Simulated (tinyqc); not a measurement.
Stretching the bonds: Weaire-Thorpe hybrids on a Bethe lattice: gap and dangling bond of an amorphous tetrahedral solid.

Values chosen for the exercise (out of a larger set: of the size of tabulated hybrid energies for amorphous silicon; not measured data): V1 = 1.82 eV (coupling of two hybrids on one atom); V2 = 4.54 eV (coupling of the two hybrids of a bond).

V2 is scaled as (d0/d)^2 and V1 stays. Bound 2 V2 - 4 V1; tree V2 - 2 V1 + sqrt(V2^2 + 4 V1^2 - 2 sqrt3 V1 V2); a negative bound means that a network with rings may have no gap.

Against d/d0:

| d/d0 | V2 (eV) | V2/V1 | bound (eV) | tree (eV) |
|---|---|---|---|---|
| 0.96 | 4.926 | 2.707 | 2.572 | 3.828 |
| 1.00 | 4.540 | 2.495 | 1.800 | 3.189 |
| 1.02 | 4.364 | 2.398 | 1.447 | 2.910 |
| 1.04 | 4.197 | 2.306 | 1.115 | 2.656 |
| 1.07 | 3.965 | 2.179 | 0.651 | 2.319 |
| 1.10 | 3.752 | 2.062 | 0.224 | 2.028 |
| 1.15 | 3.433 | 1.886 | -0.414 | 1.634 |

Give the missing row, d/d0 = 0.98.

Computed row:
```
d/d0  V2 (eV)  V2/V1  bound (eV)  tree (eV)
0.98    4.727  2.597       2.174      3.494
```

The bound falls by 182 meV for each per cent of stretch near d0 and vanishes at d/d0 = 1.117, inside the table. Weak, stretched bonds therefore put states closest to the edges, one origin of band tails.

Program tinyqc; command `OMP_NUM_THREADS=1 python tinyqc.py 1480961 1480962 out.jsonl`; about 0.03 s on one thread of a shared Intel(R) Xeon(R) Processor @ 2.30GHz.
